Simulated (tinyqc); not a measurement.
Ionisation and resistivity against doping: donors with valley-orbit split 1s states.

Each donor binds at most one electron, in any of its states. For a site s, W_s = sum over its states of g exp(E/kT), and the ionised share is 1/(1 + W_s exp(eta)), eta = (EF - Ec)/kT; n = Nc F_1/2(eta); neutrality n + NA = ND x (mean ionised share); holes are neglected. Nc from N = 2 (m kB T/(4 pi c))^(3/2) with c = hbar^2/2m0, in 1/angstrom^3; times 1e24 for 1/cm^3, m = md. F_j(eta) = (1/Gamma(j + 1)) integral_0^infinity x^j dx/(1 + exp(x - eta)), which tends to exp(eta) for eta << 0.

Mobility (Caughey-Thomas form): mu = mu0 + (mu1 (T/300)^(-ga) - mu0)/(1 + ((ND + NA)/Nr)^de); rho = 1/(e n mu), e = 1.602176634e-19 C.

Constants: hbar^2/2m0 = 3.80998211 eV angstrom^2; kB = 8.617333262e-05 eV/K.

Parameters, chosen for this exercise (near those of As in Si; shifted at random, so the results belong to these values and not to a real crystal):

| symbol | value | unit | meaning |
|---|---|---|---|
| md | 1.082 | m0 | density-of-states mass of the conduction band |
| E | (52.5, 31.5, 29) | meV | binding energies of 1s(A1), 1s(T2), 1s(E) |
| g | (2, 6, 4) |  | their degeneracies with spin |
| T | 300 | K |  |
| mu0 | 71 | cm^2/(V s) | mobility at heavy doping |
| mu1 | 1375 | cm^2/(V s) | mobility at light doping and 300 K |
| Nr | 1e+17 | 1/cm^3 | reference doping |
| de | 0.72 |  | doping exponent |
| ga | 2.3 |  | temperature exponent |

NA = 0.

Results:

| ND (1/cm^3) | n (1/cm^3) | n/ND | mu (cm^2/(V s)) | rho (ohm cm) | rho at full ionisation |
|---|---|---|---|---|---|
| 1.0e+14 | 1.00e+14 | 1.000 | 1366 | 45.7 | 45.7 |
| 1.0e+15 | 9.98e+14 | 0.998 | 1329 | 4.70 | 4.70 |
| 1.0e+16 | 9.84e+15 | 0.984 | 1166 | 0.544 | 0.535 |
| 1.0e+17 | 8.71e+16 | 0.871 | 723 | 0.0991 | 0.0863 |
| 3.0e+17 | 2.19e+17 | 0.729 | 478 | 0.0597 | 0.0435 |
| 1.0e+18 | 5.27e+17 | 0.527 | 280 | 0.0424 | 0.0223 |
| 2.0e+18 | 8.28e+17 | 0.414 | 206 | 0.0366 | 0.0151 |

Give the missing row, ND (1/cm^3) = 3.0e+16.

Computed row:
```
ND (1/cm^3)  n (1/cm^3)   n/ND  mu (cm^2/(V s))  rho (ohm cm)  rho at full ionisation
3.0e+16        2.86e+16  0.954              989         0.221                   0.210
```

From 1e16 to 1e18 1/cm^3 rho falls by a factor 12.8, not 100: the mobility takes a factor 4.17 and incomplete ionisation 1.87. n/ND is below 0.9 from 1e+17 1/cm^3 on. From a few times 1e18 1/cm^3 on, depending on the dopant, the levels merge with the band, and already below that screening lowers the binding energy, so the last rows understate n.

Program tinyqc; command `OMP_NUM_THREADS=1 python tinyqc.py 1652626 1652627 out.jsonl`; about 0.01 s on one thread of a shared Intel(R) Xeon(R) Processor @ 2.30GHz.
